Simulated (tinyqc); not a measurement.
Floating body of a partially depleted SOI transistor: body voltage and kink: one step of the calculation.

Source at 0 V. Channel current Ic = 2 nf K Vt^2 [F(0) - F(Vd)](1 + la Vd), F(V) = ln^2(1 + exp((Vg - VT - nf V)/(2 nf Vt))), VT = VT0 - gb Vb. Saturation voltage Vs = 2 Vt sqrt(F(0)) + 3 Vt, excess Ve = (Vd - Vs + sqrt((Vd - Vs)^2 + 0.0004 V^2))/2, multiplication M1 = Ai Ve exp(-Bl/Ve). Each junction passes D(v) = J1 (exp(v/Vt) - 1) + J2 (exp(v/(2 Vt)) - 1). Bipolar current Ib = bb J1 (exp(Vb/Vt) - 1). The body settles where M1 (Ic + Ib) = D(Vb) + D(Vb - Vd) + Vb/Rb; drain current Id = (1 + M1)(Ic + Ib) - D(Vb - Vd).

Problem. New Vb. Current into the body I_in = M1 (Ic + Ib) - D(Vb - Vd), current out I_out = D(Vb) + Vb/Rb; f = ln(I_in/I_out), s = df/dVb by central differences over 1e-5 V, Vb(new) = Vb - f/s.

Inputs (values chosen for the exercise); values of the order met in partially depleted silicon-on-insulator transistors: temperature T = 358 K; threshold at zero body voltage VT0 = 0.33 V; fall of the threshold per volt of body voltage gb = 0.28; slope factor nf = 1.44; gain factor per width K = 190 uA/(V^2 um); channel-length modulation factor la = 0.06 1/V; impact-ionisation prefactor Ai = 1.05 1/V; impact-ionisation voltage Bl = 7.1 V; diffusion saturation current of each junction J1 = 5.2e-11 uA/um; recombination saturation current of each junction J2 = 1.1e-8 uA/um; gain of the lateral bipolar transistor on the diffusion current bb = 1; resistance of a weak body tie to the source (1e9 stands for no tie, and the term is then dropped) Rb = 1e9 kohm um; gate voltage Vg = 0.35 V; drain voltage Vd = 1.4 V.

Constants: q = 1.602176634e-19 C, kB = 1.380649e-23 J/K, Vt = kB T/q. Results are converted to the units shown.

Vb at the start = 0.68 V

Find: Ic; Ve; M1; I_in; I_out; f; s; Vb after iteration 1.

Solution.

Ic = 3.410 uA/um
Ve = 1.156 V
M1 = 0.002609
I_in = 0.009404 uA/um
I_out = 0.1951 uA/um
f = -3.032
s = -29.49 1/V
Vb after iteration 1 = 0.5772 V

Range of the model: The multiplication law is an empirical form chosen for the exercise; self-heating and capacitive coupling to the body are left out, and the linear laws are rough once Vb passes about 0.7 V or M1 about 0.1.

tinyqc, about 0.2 s, one thread, Intel Xeon 2.30GHz (shared host): `OMP_NUM_THREADS=1 python tinyqc.py 2182187 2182188 out.jsonl`
